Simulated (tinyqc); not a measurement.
What moves the results: thin (001) film in sp3s* tight binding with raised dangling bonds. A value that a table varies takes the place of the one given here.

Planes alternate anion (a), cation (c) along [001], a/4 apart, starting with an anion; zero in-plane momentum; levels counted from the bulk Ev, the lower root of [[Epa, Vxx], [Vxx, Epc]]; no spin-orbit coupling. Block of s, pz, s*: from an anion to the cation above, Vss/2 (s,s), Vsapc/2 (s,z), -Vscpa/2 (z,s), Vxx/2 (z,z), Vxapc/2 (s*,z), -Vpaxc/2 (z,s*); to the cation below the same with the s-z and s*-z signs reversed. Block of u = (px + py)/sqrt2 and v = (px - py)/sqrt2: to the cation above (Vxx + Vxy)/2 for u and (Vxx - Vxy)/2 for v, to the cation below the reverse. Each surface atom has two dangling sp3 hybrids; raising both by dl adds (dl/2) [[1, t], [t, 1]] to its s, pz levels (t = -1 at the bottom face, +1 at the top) and dl to the one of u, v in whose plane the missing bonds lie (v for a bottom anion or a top cation, u for a top anion).

Values chosen for the exercise (near a published set for GaAs, fitted to gaps, whose masses and valley positions are rough; not measured data): p = (-8.349, 1.038, -2.648, 3.664, 8.593, 6.753, -6.444, 1.948, 5.092, 4.475, 5.762, 4.848, 4.821) eV (order Esa, Epa, Esc, Epc, Exa, Exc, Vss, Vxx, Vxy, Vsapc, Vscpa, Vxapc, Vpaxc); Nw = 20 (planes in the thicker film); a = 5.653 angstrom (lattice constant); dp = 30 eV (value of dl for the passivated films); Ns = (7, 10, 12, 13, 23, 37, 45, 62) (numbers of planes).

## States in the gap of a film

edges (eV): Gamma 1.54600, Delta 2.01795

Levels between 0 and the lower bulk edge, the largest weight on the two outer planes of both faces among them, and the nearest levels outside, for several shifts dl.

Film of Nw planes:
```
dl (eV)  levels in the gap       at (eV)  surface weight  next above (eV)  next below (eV)
0                        2  0.767, 1.036            0.80           1.8593          -0.0426
1                        2  0.162, 1.123            0.56           1.8620          -0.0821
2                        2  0.430, 1.390            0.47           1.9840          -0.0821
3                        1         0.733            0.50           1.5508          -0.0821
5                        1         1.246            0.41           1.7172          -0.0821
10                       0             -               -           1.5858          -0.0821
30                       0             -               -           1.6673          -0.0821
100                      0             -               -           1.6848          -0.0821
```

Can the levels of the bare film be read as confined subbands?

No: with bare surfaces (dl = 0) 2 levels lie in the bulk gap, with up to 80 % of the weight on the four outer planes, two a face, where an even spread gives 20 %; these are dangling-bond states, not subbands. The reruns show the bulk gap clear from dl = 10 eV on, and at dl = 30 eV the next level above lies -17.5 meV from its value at 100 eV. At dl = 10 eV the next level above is more than 20 meV from its value at 100 eV, so the surface still acts on it.

## Gap against thickness

Passivated films (finite dp, so levels can still be some meV from their limit), thickness N a/4. Highest level below mid-gap (either block) and the two lowest above it. The exponents are -d ln(shift)/d ln N between the sixth and the last film, for the valence level and for the lowest conduction level.

Levels (eV):
```
N   thickness (angstrom)      Ev1     Ec1     Ec2     gap
7                   9.89  -0.4878  1.8992  2.2568  2.3870
10                 14.13  -0.2425  1.8146  2.1455  2.0570
12                 16.96  -0.1853  1.7669  2.1029  1.9522
13                 18.37  -0.1873  1.7288  2.0849  1.9161
23                 32.50  -0.0704  1.6384  1.9382  1.7088
37                 52.29  -0.0296  1.5953  1.7505  1.6248
45                 63.60  -0.0205  1.5834  1.6993  1.6039
62                 87.62  -0.0108  1.5707  1.6440  1.5815
```

exponents: valence 1.96, conduction 1.34

How do the results move?

The gap is 2.387 eV at 9.9 angstrom and 1.581 eV at 87.6, against 1.546 eV in the bulk along this line. At 13 planes the conduction side gives 183 meV of the widening and the valence side 187 meV. A hard-walled parabolic band has exponent 2; departures come from the offset between N a/4 and the effective width, from non-parabolicity and from the termination (odd and even N end differently: in the direction of the bond rows at the two faces and, in a compound, in the kind of atom), which also makes single steps in N uneven. Ec1 is the Gamma subband.

## What each change does

A film of Nw planes with shift dp: highest level below mid-gap (half the lower bulk edge) and the two lowest above. Each row changes one parameter from the base and keeps the others.

Results:
```
case        Ev1 (eV)  Ec1 (eV)  Ec2 (eV)
base         -0.0821    1.6673    2.0169
Nw = 21      -0.0827    1.6495    1.9859
dp = 60 eV   -0.0821    1.6802    2.0306
```

What does this show?

The largest shifts from the base row, up to three for each result and ties (the steps differ in size, so this ranks the rows, not the parameters). Ev1 (eV): Nw -0.0006; unchanged at the printed digits by dp. Ec1 (eV): Nw -0.0178, dp +0.0128. Ec2 (eV): Nw -0.0310, dp +0.0137. An odd change of Nw also changes which atoms end the film, so levels need not move as thickness alone would move them; the row for dp shows how far the passivation is from converged.

Computed by tinyqc, a small Python program: `OMP_NUM_THREADS=1 python tinyqc.py 1451516 1451517 out.jsonl` (the numbers bound the seed that draws the inputs); one thread of a shared host (Intel(R) Xeon(R) Processor @ 2.30GHz), about 0.3 s for the whole set of steps.
